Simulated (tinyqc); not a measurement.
A transmission-line measurement read back: specific resistance of a metal-semiconductor contact and its transmission-line measurement. Computed by tinyqc, a small Python program. Command: `OMP_NUM_THREADS=1 python tinyqc.py 3030571 3030572 out.jsonl contact walk`. One thread of a shared host (Intel(R) Xeon(R) Processor @ 2.30GHz), about 0.01 s of CPU time with the checks.

The barrier is parabolic (depletion approximation), energies E are normal energies counted from the band edge in the neutral semiconductor (downwards for holes), and the bias is zero. xi is an input, held fixed when other inputs move.

Inputs (values chosen for the exercise, modelled on n-type 4H-SiC):

| quantity | value | unit |
|---|---|---|
| tunnelling mass m | 0.3 | m_0 |
| permittivity eps | 9.7 | - |
| Richardson constant A* | 146 | A/(cm^2 K^2) |
| barrier height phi_B | 1.2 | eV |
| doping N | 2.9e+19 | 1/cm^3 |
| Fermi level above the band edge in the bulk, xi | -0.00084 | eV |
| temperature T | 500 | K |
| sheet resistance R_sh | 2900 | ohm |
| contact length d | 0.89 | micrometre |
| contact width W | 0.13 | micrometre |

Image-force lowering: left out.

Constants: hbar = 1.054571817e-34 J s; eps_0 = 8.8541878128e-12 F/m; m_0 = 9.1093837015e-31 kg; k_B = 8.617333262e-05 eV/K; e = 1.602176634e-19 C.

Method:
- E_00 = (e hbar/2) sqrt(N/(eps eps_0 m)); band bending E_b = phi_B + xi; depletion width w = sqrt(2 eps eps_0 E_b/(e^2 N)).
- WKB transmission for E < E_b, with a = E/E_b: D = exp{-(E_b/E_00) [sqrt(1 - a) - a ln((1 + sqrt(1 - a))/sqrt(a))]}; D = 1 above.
- At zero bias 1/rho_c = (e A*/k_B^2) int D(E) f(E) dE, f = 1/(1 + exp((E - xi)/k_B T)); 200 Gauss-Legendre points from 0 to E_b, and k_B T ln(1 + exp((xi - E_b)/k_B T)) for the part above the barrier; the share of tunnelling is the part below.
- Transmission-line model: transfer length L_T = sqrt(rho_c/R_sh); R_c = (R_sh L_T/W) coth(d/L_T). Limits: rho_c/(W d) for d << L_T, sqrt(rho_c R_sh)/W for d >> L_T.
- Transmission-line model: transfer length L_T = sqrt(rho_c/R_sh); R_c = (R_sh L_T/W) coth(d/L_T). Two contacts a gap s apart give R = 2 R_c + R_sh s/W. A straight-line fit gives R_sh from the slope and R_c from the intercept; the simple reading takes L_x = R_c W/R_sh as the transfer length and rho_c = R_sh L_x^2.

R_c W = 892527 ohm micrometre

contact resistance R_c = 6.86559e+06 ohm

specific contact resistance rho_c = 0.00793583 ohm cm^2

Resistances:

| gap s (micrometre) | R (ohm) |
|---|---|
| 310 | 2.0647e+07 |
| 620 | 2.7562e+07 |
| 1200 | 4.0500e+07 |
| 2500 | 6.9500e+07 |
| 4900 | 1.2304e+08 |

L_x = 307.77 micrometre

rho_c by the simple reading = 2.7469 ohm cm^2

simple reading over true value = 346.14

What follows from these numbers?

The simple reading is 346 times too high, the factor coth^2(d/L_T): it holds only for d above about 2 L_T.
